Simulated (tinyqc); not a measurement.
Metal gate on a two-layer dielectric stack with fixed charge and a dipole: two steps of the calculation.

Gate, layer 2, layer 1, p-type semiconductor; x runs from the gate inwards. Charges are counted in units of +q. psi is the band bending at the surface, positive towards inversion. Classical charge, Boltzmann statistics, no interface traps.

Values chosen for this exercise; band and dielectric values close to those of 4H silicon carbide, layer 1 close to silicon dioxide, layer 2 close to zirconium oxide: temperature T = 350 K; band gap Eg = 3.21 eV; relative permittivity eps_r = 9.74; valence-band density of states at T Nv = 3.15e19 cm^-3; electron affinity chi = 3.59 eV; acceptor density Na = 5.9e17 cm^-3; work function of the gate metal pM = 4.82 eV; thickness of layer 1, next to the semiconductor t1 = 0.4 nm; relative permittivity of layer 1 e1 = 3.77; thickness of layer 2, next to the gate t2 = 2.1 nm; relative permittivity of layer 2 e2 = 24.2; fixed charge at the semiconductor interface Q1 = 1.6e12 cm^-2; fixed charge between the layers Q2 = 2.9e12 cm^-2; uniform charge density in layer 1 r1 = 1.2e18 cm^-3; uniform charge density in layer 2 r2 = -1e18 cm^-3; flat-band shift by a dipole layer between the layers Vd = 0 V; band bending psi of the working point ps = 3.106 V.

Constants: q = 1.602176634e-19 C, kB = 1.380649e-23 J/K, Vt = kB T/q, eps0 = 8.8541878128e-14 F/cm where lengths are in cm. Results are converted to the units shown.

Question 1. Equivalent thickness and work-function difference. EOT = 3.9 (t1/e1 + t2/e2), Cox = eps0/(t1/e1 + t2/e2); phi_ms = pM - (chi + Eg - Vt ln(Nv/Na)).

Find: EOT; Cox; share of layer 1 in the EOT; phi_ms.

Answer 1.

EOT = 0.75222 nm
Cox = 4.5906 uF/cm^2
share of layer 1 in the EOT = 55.009 %
phi_ms = -1.8600 V

Question 2. Fields and voltage drops. Gauss: D = -Qs just inside the semiconductor; going towards the gate subtract q Q1, then q r1 t1, q Q2 and q r2 t2. Field = D/(eps0 e); the drop over a layer is its mean field times its thickness; Vg = phi_ms + Vd + psi + both drops.

Qs = -0.89763948 uC/cm^2

Give: D; field; drop over layer 2; drop over layer 1; Vg.

Answer 2.

```
place                        D (uC/cm^2)  field (MV/cm)
layer 2, gate side               0.20262         0.0946
layer 2, inner side              0.16897         0.0789
layer 1, outer side              0.63360         1.8981
layer 1, semiconductor side      0.64129         1.9212
semiconductor surface            0.89764         1.0409
```

drop over layer 2 = 0.018209 V
drop over layer 1 = 0.076386 V
Vg = 1.3406 V

The same Vg follows from Vfb + psi - Qs/Cox. The largest field, 1.92 MV/cm in size, is at: layer 1, semiconductor side.

Range of the model: At the working point ps the carrier density at the surface is 1.7 times the band density of states, where degeneracy and quantisation, left out here, matter.

Computed by the program tinyqc: `OMP_NUM_THREADS=1 python tinyqc.py 2010086 2010087 out.jsonl`, one thread of a shared Intel Xeon 2.30GHz, about 0.01 s for the whole run.
